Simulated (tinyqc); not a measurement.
Inside a calculation. Method: UHF in the 6-31g basis, for H2, spin multiplicity 3. One step of it, computed by the program tinyqc.

Task: Iteration 2: DIIS coefficients. Solve [B -1; -1 0][c; lambda] = [0; -1] for the coefficients, which sum to one.

B (overlaps of the stored error matrices):
```
               1              2
1  3.2851360e-02  8.2498390e-03
2  8.2498390e-03  2.0744615e-03
```

Give: DIIS coefficients.

Result:

DIIS coefficients: -0.3351  1.3351
